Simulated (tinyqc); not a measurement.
Electrons shared among three sets of ellipsoidal valleys: sweeps and comparisons. A value that a table varies takes the place of the one given here.

F_j(eta) = (1/Gamma(j + 1)) integral_0^infinity x^j dx/(1 + exp(x - eta)), which tends to exp(eta) for eta << 0.

Sets L, Gamma, Delta: N_i = M_i times N = 2 (m kB T/(4 pi c))^(3/2) with c = hbar^2/2m0, in 1/angstrom^3; times 1e24 for 1/cm^3, m = (ml mt^2)^(1/3); n = sum_i N_i F_1/2((EF - dE_i)/kT), energies from the edge of the first set; mu_drift = sum of share times mobility.

Constants: hbar^2/2m0 = 3.80998211 eV angstrom^2; kB = 8.617333262e-05 eV/K.

Values chosen for the exercise (masses and offsets near those of Ge; mobilities are free inputs, held fixed; the results hold for these values, not for the real material):

| symbol | value | unit | meaning |
|---|---|---|---|
| dE | (0, 0.135, 0.208) | eV | edges of L, Gamma, Delta above the first |
| M | (4, 1, 6) |  | valleys in each set |
| ml | (1.569, 0.042, 0.898) | m0 | longitudinal masses of L, Gamma, Delta |
| mt | (0.0796, 0.042, 0.2097) | m0 | transverse masses |
| mu | (3200, 20000, 890) | cm^2/(V s) | mobility of each set |
| n | 1.7e+19 | 1/cm^3 | total electron density |
| T | 200 | K |  |

## Transfer between valleys with temperature

Offsets, masses and mobilities are held fixed; n is fixed too, so the high values of T stand for hot electrons, not for the lattice.

Populations:

| T (K) | EF (eV) | share L | share Gamma | share Delta | mu_drift |
|---|---|---|---|---|---|
| 77 | 0.0436 | 1.0000 | 0.0000 | 0.0000 | 3200 |
| 150 | 0.0410 | 1.0000 | 0.0000 | 0.0000 | 3200 |
| 300 | 0.0288 | 0.9981 | 0.0002 | 0.0017 | 3200 |
| 450 | 0.0085 | 0.9803 | 0.0009 | 0.0188 | 3171 |
| 600 | -0.0195 | 0.9374 | 0.0018 | 0.0609 | 3089 |
| 900 | -0.0953 | 0.8149 | 0.0033 | 0.1818 | 2836 |
| 1200 | -0.1914 | 0.7020 | 0.0043 | 0.2938 | 2593 |
| 2000 | -0.5080 | 0.5220 | 0.0052 | 0.4728 | 2195 |

The share of L goes from 1.000 to 0.522 and the mean mobility from 3200 to 2195 cm^2/(V s). L holds more than Gamma throughout. The share of Delta is at most 0.47.

## Transfer between valleys with doping

Parabolic valleys; band tails and gap narrowing are left out.

Populations:

| n (1/cm^3) | EF (eV) | share L | share Gamma | share Delta | mu_drift |
|---|---|---|---|---|---|
| 1.0e+16 | -0.1086 | 1.0000 | 0.0000 | 0.0000 | 3200 |
| 1.0e+17 | -0.0688 | 1.0000 | 0.0000 | 0.0000 | 3200 |
| 1.0e+18 | -0.0281 | 1.0000 | 0.0000 | 0.0000 | 3200 |
| 3.0e+18 | -0.0070 | 1.0000 | 0.0000 | 0.0000 | 3200 |
| 1.0e+19 | 0.0214 | 1.0000 | 0.0000 | 0.0000 | 3200 |
| 3.0e+19 | 0.0607 | 0.9998 | 0.0001 | 0.0001 | 3201 |
| 1.0e+20 | 0.1428 | 0.9951 | 0.0013 | 0.0037 | 3213 |

The share of L goes from 1.000 to 0.995 and the mean mobility from 3200 to 3213 cm^2/(V s). L holds more than Gamma throughout. The share of Delta is at most 0.0037.

## Moving the second set by strain or alloying

The second entry of dE is replaced by the values listed; a negative value puts that set lowest.

Populations:

| offset (eV) | EF (eV) | share L | share Gamma | share Delta | mu_drift |
|---|---|---|---|---|---|
| -0.100 | 0.0337 | 0.8852 | 0.1148 | 0.0000 | 5129 |
| -0.050 | 0.0357 | 0.9392 | 0.0607 | 0.0000 | 4220 |
| 0.000 | 0.0371 | 0.9788 | 0.0211 | 0.0000 | 3555 |
| 0.025 | 0.0375 | 0.9909 | 0.0091 | 0.0000 | 3352 |
| 0.050 | 0.0378 | 0.9970 | 0.0029 | 0.0000 | 3249 |
| 0.100 | 0.0379 | 0.9998 | 0.0002 | 0.0000 | 3203 |
| 0.150 | 0.0379 | 0.9999 | 0.0000 | 0.0000 | 3200 |
| 0.200 | 0.0379 | 0.9999 | 0.0000 | 0.0000 | 3200 |
| 0.300 | 0.0379 | 1.0000 | 0.0000 | 0.0000 | 3200 |

The share of L goes from 0.885 to 1.000 and the mean mobility from 5129 to 3200 cm^2/(V s). L holds more than Gamma throughout. The share of Delta is at most 4.9e-05. With Boltzmann statistics the first two sets are equal at kT ln(N_2/N_1) = -0.0661 eV; the crossing, if any, lies elsewhere because the electrons are degenerate and fill the set with fewer states high above its edge.

## What moves the populations

All else solved anew. Each row changes one parameter from the base and keeps the others.

Results:

| case | EF (eV) | share L | share Gamma | share Delta | mu_drift (cm^2/(V s)) |
|---|---|---|---|---|---|
| base | 0.0379 | 0.9999 | 0.0000 | 0.0000 | 3200 |
| T = 250 K | 0.0338 | 0.9995 | 0.0001 | 0.0004 | 3201 |
| n = 5.1e+19 1/cm^3 | 0.0897 | 0.9995 | 0.0002 | 0.0003 | 3202 |
| dE = (0, 0.108, 0.208) eV | 0.0379 | 0.9998 | 0.0001 | 0.0000 | 3202 |
| mt = (0.0796, 0.0504, 0.2097) m0 | 0.0379 | 0.9999 | 0.0000 | 0.0000 | 3200 |
| ml = (1.569, 0.0504, 0.898) m0 | 0.0379 | 0.9999 | 0.0000 | 0.0000 | 3200 |
| mu = (3840, 20000, 890) cm^2/(V s) | 0.0379 | 0.9999 | 0.0000 | 0.0000 | 3840 |

The largest shifts from the base row, up to three for each result and ties (the steps differ in size, so this ranks the rows, not the parameters). EF (eV): n +0.0518, T -0.0041; unchanged at the printed digits by dE, mt, ml and mu. share L: T -0.0004, n -0.0004, dE -0.0001; unchanged at the printed digits by mt, ml and mu. share Gamma: n +0.0001, dE +0.0001, T +0.0001; unchanged at the printed digits by mt, ml and mu. share Delta: T +0.0004, n +0.0003; unchanged at the printed digits by dE, mt, ml and mu. mu_drift (cm^2/(V s)): mu +640, n +2, dE +2; unchanged at the printed digits by mt and ml.

tinyqc: `OMP_NUM_THREADS=1 python tinyqc.py 1652230 1652231 out.jsonl`; about 0.01 s, one thread, shared Intel(R) Xeon(R) Processor @ 2.30GHz.
